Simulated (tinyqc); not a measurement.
# Minority carriers and saturation current of a heavily doped emitter: approximations to the Fermi level

n-type, parabolic bands, full ionisation. eta = (EF - Ec)/kB T solves N = Nc F12(eta), F12(x) = (2/sqrt(pi)) int_0^infinity sqrt(u)/(1 + exp(u - x)) du. The gap shrinks rigidly by dEg = a3 y^(1/3) + a4 y^(1/4) + a2 y^(1/2), y = N/1e18 cm^-3, an empirical law that is here taken as the true narrowing.

With u = N/Nc: Boltzmann ln u; Joyce-Dixon ln u + 0.353553 u - 4.95009e-3 u^2 + 1.48386e-4 u^3 - 4.42563e-6 u^4; degenerate limit (3 sqrt(pi) u/4)^(2/3). The Einstein ratio is D/(mu Vt) = F12/Fm, Fm(x) = dF12/dx = (1/sqrt(pi)) int_0^infinity u^(-1/2)/(1 + exp(u - x)) du.

Parameters, values chosen for the exercise:
```
symbol,value,unit,meaning
Nc,3.53e19,cm^-3,conduction-band density of states at 350 K
```

Results:
```
N (cm^-3),N/Nc,eta,Boltzmann,Joyce-Dixon,degenerate,D/(mu Vt)
2.2e18,0.06232,-2.753,-2.775,-2.753,0.1900,1.022
4.9e18,0.1388,-1.926,-1.975,-1.926,0.3241,1.049
1.1e19,0.3116,-1.056,-1.166,-1.056,0.5557,1.109
2.3e19,0.6516,-0.2001,-0.4284,-0.2001,0.9086,1.226
5.1e19,1.445,0.8688,0.3679,0.8688,1.545,1.491
2.5e20,7.082,4.256,1.958,4.255,4.459,3.129
5.4e20,15.30,7.336,2.728,7.267,7.450,5.048
1.2e21,33.99,12.62,3.526,9.744,12.69,8.503
```

Estimate the missing row, N = 1.1e20 cm^-3.

Computed row:
```
N (cm^-3),N/Nc,eta,Boltzmann,Joyce-Dixon,degenerate,D/(mu Vt)
1.1e20,3.116,2.194,1.137,2.194,2.579,2.018
```

With this row back in the table: Boltzmann is within 0.1 of eta up to N/Nc = 0.14, Joyce-Dixon within 0.01 up to 7.1, and the degenerate limit is off by 0.065 in the last row. The Einstein ratio rises from 1.02 to 8.50: degenerate carriers diffuse faster for the same mobility.

Range of the model: Band tails, non-parabolic bands and incomplete ionisation are left out.

Numbers from tinyqc (`OMP_NUM_THREADS=1 python tinyqc.py 2330154 2330155 out.jsonl`; about 0.01 s on one thread of a shared Intel Xeon 2.30GHz).
